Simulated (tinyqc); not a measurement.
Inside a calculation. Model: carrier lifetime of a p-type layer with SRH, radiative, Auger and surface recombination.

Program tinyqc, `OMP_NUM_THREADS=1 python tinyqc.py 2300108 2300109 out.jsonl`; Intel Xeon 2.30GHz, shared host, one thread, about 0.01 s. Printed values are rounded.

Uniform excess density dn = dp (no trapping), n = n0 + dn, p = p0 + dn, Boltzmann statistics, full ionisation. Surfaces enter as a rate 2 S dn/d, which holds while diffusion to them is fast.

Values chosen for this exercise; band and dielectric values close to those of indium phosphide:
- T = 350 K (temperature)
- Eg = 1.32 eV (band gap)
- Nc = 7.21e17 cm^-3 (conduction-band density of states at T)
- Nv = 1.4e19 cm^-3 (valence-band density of states at T)
- B = 1.21e-10 cm^3/s (radiative coefficient)
- N = 6.5e14 cm^-3 (acceptor density)
- Cn = 4.4e-30 cm^6/s (Auger coefficient (two electrons))
- Cp = 2.7e-30 cm^6/s (Auger coefficient (two holes))
- Nt = 2e13 cm^-3 (trap density)
- sn = 2e-16 cm^2 (capture cross-section for electrons)
- sp = 6e-15 cm^2 (capture cross-section for holes)
- vth = 1.5e7 cm/s (thermal velocity (both carriers))
- Et = 0.33 eV (trap level below the conduction band)
- S = 1000 cm/s (surface recombination velocity (both faces))
- d = 100 um (sample thickness)
- G = 7.2e19 cm^-3 s^-1 (generation rate)

Constants: q = 1.602176634e-19 C, kB = 1.380649e-23 J/K, Vt = kB T/q. Results are converted to the units shown.

Range of the model: S d exceeds 2.5 cm^2/s, comparable with a diffusion coefficient, so 2 S/d overstates the surface loss.

## Equilibrium densities and SRH constants

ni = sqrt(Nc Nv) exp(-Eg/(2 Vt)), Eg in volts; majority density N/2 + sqrt(N^2/4 + ni^2), n0 p0 = ni^2; n1 = Nc exp(-Et/Vt), p1 = Nv exp((Et - Eg)/Vt); tn0 = 1/(sn vth Nt), tp0 = 1/(sp vth Nt).

ni = 9.96437e8 cm^-3
n0 = 1527.52 cm^-3
p0 = 6.5e14 cm^-3
n1 = 1.27686e13 cm^-3
p1 = 77759.9 cm^-3
tn0 = 1.66667e-5 s
tp0 = 5.55556e-7 s

## Starting value

dn = 8e14 cm^-3.

dn at the start = 8e14 cm^-3

## Iteration 1: new dn

With e = n p - ni^2 = dn (n0 + p0 + dn): U_SRH = e/(tp0 (n + n1) + tn0 (p + p1)), U_rad = B e, U_Aug = (Cn n + Cp p) e, U_s = 2 S dn/d. Substitution: tau = dn/U with U the sum, dn(new) = G tau.

U_SRH = 4.71196e19 cm^-3 s^-1
U_rad = 1.40360e20 cm^-3 s^-1
U_Aug = 8.62460e15 cm^-3 s^-1
U_s = 1.6e20 cm^-3 s^-1
tau = 2.30224e-6 s
dn after iteration 1 = 1.65761e14 cm^-3

## Iteration 2: new dn

As before.

U_SRH = 9.87363e18 cm^-3 s^-1
U_rad = 1.63618e19 cm^-3 s^-1
U_Aug = 3.96456e14 cm^-3 s^-1
U_s = 3.31522e19 cm^-3 s^-1
tau = 2.79115e-6 s
dn after iteration 2 = 2.00963e14 cm^-3

## Course of the iteration

Stop when the step is below 1e-10 of the value, or after 40 iterations.

Course of the iteration:
```
iteration  dn before the step (cm^-3)  step (cm^-3)
1                                8e14      -6.34e14
2                          1.65761e14       3.52e13
3                          2.00963e14      -2.33e12
4                          1.98637e14       1.52e11
5                          1.98789e14       -9.96e9
6                          1.98779e14        6.52e8
7                          1.98779e14       -4.27e7
8                          1.98779e14        2.79e6
9                          1.98779e14       -1.83e5
10                         1.98779e14        1.20e4
```

Converged in 10 iterations. At the solution d ln U/d ln dn = 1.07, so the logarithmic slope of the map is 1 - 1.07 = -0.07; its size is below 1, so substitution contracts.

## Lifetime, shares and quasi-Fermi splitting

converged dn = 1.98779e14 cm^-3

With e = n p - ni^2 = dn (n0 + p0 + dn): U_SRH = e/(tp0 (n + n1) + tn0 (p + p1)), U_rad = B e, U_Aug = (Cn n + Cp p) e, U_s = 2 S dn/d. tau = dn/U, shares of U, splitting Vt ln(n p/ni^2), radiative efficiency U_rad/U.

tau = 2.76082e-6 s
shares (%): SRH 16.4285, radiative 28.3543, Auger 0.0007, surface 55.2165
quasi-Fermi splitting = 0.779914 V

Surface recombination takes the largest share. dn is 0.31 times the doping: intermediate injection.
